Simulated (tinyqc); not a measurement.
Strain-driven roughening and islands of a mismatched epitaxial film: one step, computed by the program tinyqc.

Film and substrate share isotropic elastic constants; the film is coherent and biaxially strained.

Problem. Wetting layer. The surface energy depends on thickness as gamma + (gamma_s - gamma) exp(-h/delta). Its curvature adds W2 = (gamma_s - gamma) exp(-h/delta)/delta^2 to the restoring terms; the flat film is stable while W2 > (1 + nu)^2 w^2/gamma, which gives h_c = delta ln[(gamma_s - gamma) gamma/(delta^2 (1 + nu)^2 w^2)], or 0 if negative.

Inputs (values chosen for the exercise, modelled on InAs on GaAs):
```
quantity                        value   unit
Poisson ratio nu                 0.32      -
surface energy gamma            0.671  J/m^2
wetting energy gamma_s - gamma   0.38  J/m^2
decay length of wetting delta    0.38     nm
```

energy density w = 606.1894 MJ/m^3

Give: wetting-layer thickness h_c.

Solution.

wetting-layer thickness h_c = 0.38549 nm

Layer-by-layer growth up to h_c, then roughening: the Stranski-Krastanov mode.
